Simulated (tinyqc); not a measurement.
Donors on two lattice sites with valley-orbit split states: sweeps and comparisons. A value that a table varies takes the place of the one given here.

Each donor binds at most one electron, in any of its states. For a site s, W_s = sum over its states of g exp(E/kT), and the ionised share is 1/(1 + W_s exp(eta)), eta = (EF - Ec)/kT; n = Nc F_1/2(eta); neutrality n + NA = ND x (mean ionised share, the two sites in equal numbers); holes are neglected. Nc from N = 2 (m kB T/(4 pi c))^(3/2) with c = hbar^2/2m0, in 1/angstrom^3; times 1e24 for 1/cm^3, m = md. F_j(eta) = (1/Gamma(j + 1)) integral_0^infinity x^j dx/(1 + exp(x - eta)), which tends to exp(eta) for eta << 0.

Mobility (Caughey-Thomas form): mu = mu0 + (mu1 (T/300)^(-ga) - mu0)/(1 + ((ND + NA)/Nr)^de); rho = 1/(e n mu), e = 1.602176634e-19 C.

Constants: hbar^2/2m0 = 3.80998211 eV angstrom^2; kB = 8.617333262e-05 eV/K.

Values chosen for the exercise (near those of nitrogen in 4H-SiC; not measured data):
- md = 0.818 m0 (density-of-states mass of the conduction band)
- E = (58.3, 50.4, 127.4, 79.5) meV (binding energies of h ground, h excited, k ground, k excited)
- g = (2, 4, 2, 4) (their degeneracies with spin)
- ND = 1.4e+18 1/cm^3 (donors, half on each site)
- NA = 0 1/cm^3 (compensating acceptors, all ionised)
- T = 200 K
- mu0 = 43 cm^2/(V s) (mobility at heavy doping)
- mu1 = 928 cm^2/(V s) (mobility at light doping and 300 K)
- Nr = 2e+17 1/cm^3 (reference doping)
- de = 0.61 (doping exponent)
- ga = 2.4 (temperature exponent)

## What the excited states change

The last columns keep only the ground state of each site (g = 2).

Results:

| T (K) | effective degeneracy, h site | eta | n (1/cm^3) | n, ground states only | ratio |
|---|---|---|---|---|---|
| 40 | 2.40 | -9.02 | 1.09e+14 | 1.19e+14 | 0.912 |
| 60 | 2.87 | -6.60 | 2.26e+15 | 2.71e+15 | 0.835 |
| 80 | 3.27 | -5.48 | 1.07e+16 | 1.36e+16 | 0.784 |
| 110 | 3.74 | -4.65 | 3.94e+16 | 5.32e+16 | 0.740 |
| 150 | 4.17 | -4.16 | 1.02e+17 | 1.42e+17 | 0.719 |
| 200 | 4.53 | -3.91 | 2.00e+17 | 2.75e+17 | 0.729 |
| 250 | 4.77 | -3.82 | 3.07e+17 | 4.06e+17 | 0.756 |
| 300 | 4.95 | -3.79 | 4.15e+17 | 5.30e+17 | 0.784 |
| 400 | 5.18 | -3.82 | 6.24e+17 | 7.63e+17 | 0.818 |
| 500 | 5.33 | -3.90 | 8.00e+17 | 9.53e+17 | 0.839 |

What can be read from the table?

The effective degeneracy grows from 2.40 to 5.33. Excited states hold electrons back, so the ratio is never above 1; it is lowest, 0.719, at 150 K of those listed, and 0.784 at 300 K. At low T the excited states empty out, and at high T more donors are ionised (n is 57 % of ND - NA in the last row), so the effect is largest in between.

## Ionisation and resistivity against doping

NA = 0.

Results:

| ND (1/cm^3) | n (1/cm^3) | n/ND | mu (cm^2/(V s)) | rho (ohm cm) | rho at full ionisation |
|---|---|---|---|---|---|
| 1.0e+14 | 9.82e+13 | 0.982 | 2432 | 26.1 | 25.7 |
| 1.0e+15 | 8.74e+14 | 0.874 | 2364 | 3.02 | 2.64 |
| 1.0e+16 | 6.17e+15 | 0.617 | 2121 | 0.477 | 0.294 |
| 3.0e+16 | 1.49e+16 | 0.496 | 1879 | 0.223 | 0.111 |
| 1.0e+17 | 3.70e+16 | 0.370 | 1501 | 0.112 | 0.0416 |
| 3.0e+17 | 7.86e+16 | 0.262 | 1101 | 0.0721 | 0.0189 |
| 1.0e+18 | 1.65e+17 | 0.165 | 701 | 0.0540 | 0.00891 |
| 2.0e+18 | 2.45e+17 | 0.123 | 519 | 0.0490 | 0.00602 |

What can be read from the table?

From 1e16 to 1e18 1/cm^3 rho falls by a factor 8.83, not 100: the mobility takes a factor 3.03 and incomplete ionisation 3.74. n/ND is below 0.9 from 1e+15 1/cm^3 on. Near 1e19 1/cm^3 and above the levels merge with the band, and already below that screening lowers the binding energy, so the last rows understate n.

## Compensation sets the slope of the freeze-out

NA = K ND. The slope energy is -d ln(n T^(-p))/d(1/kT) between 50 and 60 K, with p = 3/4 for K = 0 and p = 3/2 otherwise.

Results:

| K | n(50 K) (1/cm^3) | n(60 K) (1/cm^3) | slope energy (meV) |
|---|---|---|---|
| 0 | 6.67e+14 | 2.26e+15 | 28.04 |
| 0.0010 | 2.67e+14 | 1.67e+15 | 40.32 |
| 0.010 | 3.11e+13 | 3.51e+14 | 55.56 |
| 0.050 | 5.73e+12 | 6.60e+13 | 56.13 |
| 0.20 | 9.54e+11 | 1.10e+13 | 56.15 |
| 0.50 | 2.41e+08 | 1.10e+10 | 91.77 |

How do the results move?

Without acceptors the slope is 28.04 meV, against half the h-site ground-state energy, 29.15; with K = 0.05 it is 56.13 meV, against the full 58.3. The full energy (less a few meV where excited levels lie within a few kT) shows where n is far below NA, since the acceptors then hold EF near the donor level: n(60 K)/NA is 1.2 for K = 0.001 and 0.00094 for K = 0.05; for K = 0.001 the sample is still in or near the uncompensated regime, where p = 3/2 is the wrong power, so that slope means little. At K = 0.5 the acceptors have taken as many electrons as there are h sites, EF sits between the two levels, and the slope is 91.8 meV against their mean of 92.8.

## What moves the carrier density

All results formed anew. Each row changes one parameter from the base and keeps the others.

Results:

| case | eta | n (1/cm^3) | rho (ohm cm) |
|---|---|---|---|
| base | -3.913 | 2.005e+17 | 0.05128 |
| E = (63.3, 50.4, 127.4, 79.5) meV | -3.969 | 1.897e+17 | 0.05420 |
| md = 0.9 m0 | -3.996 | 2.130e+17 | 0.04826 |
| ND = 2.8e+18 1/cm^3 | -3.521 | 2.959e+17 | 0.04740 |
| NA = 1.4e+17 1/cm^3 | -4.344 | 1.306e+17 | 0.08204 |
| T = 230 K | -3.848 | 2.638e+17 | 0.05336 |
| Nr = 4e+17 1/cm^3 | -3.913 | 2.005e+17 | 0.03846 |

What does this show?

The largest shifts from the base row, up to three for each result and ties (the steps differ in size, so this ranks the rows, not the parameters). eta: NA -0.431, ND +0.393, md -0.083; unchanged at the printed digits by Nr. n (1/cm^3): ND +9.54e+16, NA -6.98e+16, T +6.33e+16; unchanged at the printed digits by Nr. rho (ohm cm): NA +0.0308, Nr -0.0128, ND -0.00388.

Run: tinyqc, `OMP_NUM_THREADS=1 python tinyqc.py 1652035 1652036 out.jsonl`; Intel(R) Xeon(R) Processor @ 2.30GHz, one thread, shared host; about 0.01 s of CPU time with all checks.
